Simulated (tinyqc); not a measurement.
Worked calculation: classical Heisenberg spin chain: exact results, Metropolis, heat-bath and over-relaxation steps, and a Monte Carlo run. Computed by tinyqc, a small Python program that keeps every step. Command: `OMP_NUM_THREADS=1 python tinyqc.py 3130553 3130554 out.jsonl heismc walk`. One thread of a shared host (Intel(R) Xeon(R) Processor @ 2.30GHz), about 0.1 s of CPU time with the checks. Intermediate numbers are printed to about 7 digits and carried at full precision; extremes and crossings named in words are read from the listed rows.

E = -J sum_i s_i . s_(i+1) for unit vectors s_i on an open chain; K = J/(k_B T).

Inputs (values chosen for the exercise, for a model chain of large moments):
```
quantity                     value  unit
coupling J                      34   meV
temperature T                  146     K
moment mu                      2.4  mu_B
length N of the open chain       8     -
seed                        614271     -
```

Update: heat bath.

Constants: k_B = 8.617333262e-05 eV/K; mu_B = 5.7883818060e-05 eV/T.

## Exact results

Each bond angle is independent, so u = <s_i . s_(i+1)> = coth K - 1/K, <s_i . s_(i+n)> = u^n, correlation length xi = -1/ln|u|, energy per bond -J u, heat capacity per bond c/k_B = 1 - K^2/sinh^2 K, and for the long chain chi = mu^2 (1 + u)/(3 k_B T (1 - u)) per spin.

K = 2.702422

u = 0.6389917

xi = 2.232821 sites

energy per bond = -21.72572 meV

heat capacity = 0.8675093 k_B/bond

chi over the Curie value = 4.540038

chi = 0.04010441 mu_B/T per spin

## Finite chain

For N spins, <|sum s|^2>/N = (1 + u)/(1 - u) - 2 u (1 - u^N)/(N (1 - u)^2); the long chain has (1 + u)/(1 - u), chi over the Curie value, and the difference is relative to it.

<|sum s|^2>/N = 3.348361

difference from the long chain = -26.24818 %

## Four single-spin steps

four neighbouring spins (rows; components x, y, z):
```
         1        2        3
1   0.5656  -0.0458   0.8234
2  -0.3129  -0.3347   0.8888
3   0.5722  -0.7855  -0.2356
4   0.6735  -0.4234  -0.6059
```

random numbers, one row a step:
```
        1       2       3
1  0.8890  0.8614  0.1296
2  0.8765  0.4282  0.6445
3  0.6596  0.3296  0.2195
4  0.0332  0.5443  0.5024
```

The given spins are first normalised. Spins 2 and 3 are updated in turn, with h = K (sum of the two neighbours). Heat bath: cos(theta) = 1 + ln(1 - r1 (1 - exp(-2 |h|)))/|h| about n = h/|h|, azimuth 2 pi r2 = phi in the frame a = n x z/|n x z|, b = n x a: s = n cos(theta) + sin(theta)(a cos(phi) + b sin(phi)); r1, r2 are the first two numbers of the row.

Steps:
```
spin       |h|  h . s before  h . s after       move           x           y           z
2     4.126176      1.201705     1.930036  heat bath  -0.1974597  -0.5608698   0.8040116
3     3.002802      2.699451     0.928631  heat bath   0.9351340   0.0321442  -0.3528331
2     4.250487      0.242324     3.173247  heat bath   0.8899030   0.3109682  -0.3337235
3     4.938700      4.837103     4.904938  heat bath   0.8741368   0.0496611  -0.4831342
```

## A run and its error bars

From the ordered state (alternating for J < 0), with each spin drawn from exp(h . s), h = K x sum of neighbours, 200 sweeps are discarded and 1600 recorded (even and odd sites in turn; random numbers not printed, so these rows are one sample). Errors are the scatter of block means over sqrt(number of blocks).

Blocking:
```
block length  mean bond product        error  <|sum s|^2>/N       error
1                     0.6404680  0.003205643       3.369114  0.04065006
4                     0.6404680  0.003502212       3.369114  0.05715285
16                    0.6404680  0.003741477       3.369114  0.06345851
40                    0.6404680  0.003991594       3.369114  0.06576916
80                    0.6404680  0.003799315       3.369114  0.05944570
```

With blocks of 40 the bond product is 0.4 error bars from the exact u = 0.6390, and <|sum s|^2>/N is 0.3 from the exact 3.348. Blocking to 40 changes the two errors by factors 1.2 and 1.6, because successive sweeps are correlated.

Checks made by the program: c against a difference of the energy (relative difference 4e-10).
